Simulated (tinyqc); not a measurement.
Capacitance of parallel on-chip lines from Laplace's equation on a mesh: one step of the calculation.

Cross-section of an endless row of equal lines between two grounded planes; neighbours are driven in antiphase (+1 V and -1 V), so the plane midway between two lines is at 0 V. By symmetry one quarter is solved: x runs from the centre of a line (column 0, mirror) to that midplane (column 4, 0 V), y from the mid-height of the line (row 0, mirror) to the ground plane (row 4, 0 V). The line fills columns 0 to 2 and rows 0 to 2 at 1 V. Cells beside the line (below row 2) have e2, cells above have e1. Each link between nodes has the conductance g = mean permittivity of the two cells beside it (a cell beyond a mirror counts as 0), and the free nodes obey sum g (V_neighbour - V) = 0.

Question. Relaxation sweep. One sweep visits the free nodes row by row from row 0, left to right, and replaces V by V + om (weighted mean of the neighbours - V), using new values at once.

Inputs (values chosen for the exercise):
```
symbol,value,unit,meaning
om,1,,over-relaxation factor
```

V after sweep 1 (V):
```
	col 0	col 1	col 2	col 3	col 4
row 0	1.0000000	1.0000000	1.0000000	0.2500000	0.0000000
row 1	1.0000000	1.0000000	1.0000000	0.3125000	0.0000000
row 2	1.0000000	1.0000000	1.0000000	0.3281250	0.0000000
row 3	0.2500000	0.3125000	0.3281250	0.1640625	0.0000000
row 4	0.0000000	0.0000000	0.0000000	0.0000000	0.0000000
```

gx:
```
	col 0	col 1	col 2	col 3
row 0	1.2	1.2	1.2	1.2
row 1	2.4	2.4	2.4	2.4
row 2	2.4	2.4	2.4	2.4
row 3	2.4	2.4	2.4	2.4
row 4	1.2	1.2	1.2	1.2
```

gy:
```
	col 0	col 1	col 2	col 3	col 4
row 0	1.2	2.4	2.4	2.4	1.2
row 1	1.2	2.4	2.4	2.4	1.2
row 2	1.2	2.4	2.4	2.4	1.2
row 3	1.2	2.4	2.4	2.4	1.2
```

Give: V after sweep 2.

Answer.

V after sweep 2 (V):
```
	col 0	col 1	col 2	col 3	col 4
row 0	1.000	1.000	1.000	0.406	0.000
row 1	1.000	1.000	1.000	0.434	0.000
row 2	1.000	1.000	1.000	0.399	0.000
row 3	0.406	0.434	0.399	0.200	0.000
row 4	0.000	0.000	0.000	0.000	0.000
```

Program tinyqc, `OMP_NUM_THREADS=1 python tinyqc.py 2790130 2790131 out.jsonl`; Intel Xeon 2.30GHz, shared host, one thread, about 1 s.
